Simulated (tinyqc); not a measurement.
From thickness d back to growth time t: liquidus of a compound AB in a simple-solution melt, liquid-phase epitaxy and vapour pressures. Computed by tinyqc, a small Python program. Command: `OMP_NUM_THREADS=1 python tinyqc.py 3004986 3004987 out.jsonl liq35 inv`. One thread of a shared host (Intel(R) Xeon(R) Processor @ 2.30GHz), about 0.02 s of CPU time with the checks.

x is the atom fraction of B in the melt. The melt is a simple solution: R T ln gamma_B = W (1 - x)^2, R T ln gamma_A = W x^2, W = a + b T. The solid AB is stoichiometric.

Inputs (values chosen for the exercise, for a model compound):

| quantity | value | unit |
|---|---|---|
| melting point T_F | 1771 | K |
| entropy of fusion S_F | 66.4 | J/(mol K) |
| interaction a | 12.6 | kJ/mol |
| interaction slope b | -22.2 | J/(mol K) |
| saturation temperature T | 1149 | K |
| step dT | 12 | K |
| cooling rate c | 0.16 | K/min |
| diffusivity in the melt D | 3.2e-05 | cm^2/s |
| molar volume of the melt V_L | 12.3 | cm^3/mol |
| lattice constant a0 | 5.451 | angstrom |
| melt depth w | 9.5 | mm |

Growth programme: step cooling.

Constants: R = 8.314462618 J/(mol K); N_A = 6.02214076e+23 1/mol; k_B = 8.617333262e-05 eV/K.

Method:
- Liquidus (Vieland): f(x) = R T ln[4 x (1 - x)] + 2 W (1/2 - x)^2 + S_F (T_F - T) = 0.
- Newton steps with f' = (1 - 2x)[R T/(x (1 - x)) - 2 W], from the dilute estimate x = (1/4) exp[-(S_F (T_F - T) + W/2)/(R T)]; stop below 1e-13; f under 1e-6 shown as 0.
- dx/dT = -(df/dT)/f', df/dT = R ln[4 x (1 - x)] + 2 b (1/2 - x)^2 - S_F, f' = (1 - 2x)[R T/(x (1 - x)) - 2 W]. Concentrations: C_L = x N_A/V_L in the melt, C_S = 4/a0^3 in the solid; m = dT/dC_L.
- Semi-infinite melt (Hsieh): step d = 2 dT sqrt(D t/pi)/(C_S m); ramp d = (4/3) c sqrt(D/pi) t^(3/2)/(C_S m); supercooling is their sum. A melt of depth w can give at most w (undercooling)/(C_S m).

Problem. A run gave the result below. Find the growth time t, known to lie between 4 and 11 min.

thickness d = 2.046467 micrometre

Solution.

Each step takes the trial c = (a f_b - b f_a)/(f_b - f_a), f being the result less the target and a, b, c the logarithms of the listed values; c replaces end b, the old b replaces a if the sign of f changed, and otherwise f_a is halved.

Scan of the range:

| growth time t (min) | thickness d (micrometre) |
|---|---|
| 4.00 | 1.69049 |
| 4.73 | 1.83828 |
| 5.60 | 2.00021 |
| 6.63 | 2.17640 |
| 7.85 | 2.36819 |
| 9.29 | 2.57626 |
| 11.00 | 2.80336 |

False position (Illinois rule, in the logarithm of the input) inside the bracket:

| step | end a | end b | trial | thickness d (micrometre) |
|---|---|---|---|---|
| 1 | 5.60000 | 6.63000 | 5.85381 | 2.04504 |
| 2 | 6.63000 | 5.85381 | 5.86175 | 2.04642 |
| 3 | 6.63000 | 5.86175 | 5.86223 | 2.04651 |
| 4 | 5.86175 | 5.86223 | 5.86200 | 2.04647 |

Thickness d rises at every point of a 13-point scan of the range (every second point is shown), so one value fits; it is bracketed by 5.60 and 6.63. The scan shows a pure power law with exponent 0.5000, so scaling from any one row also gives the answer directly. Answer: growth time t = 5.862 min.
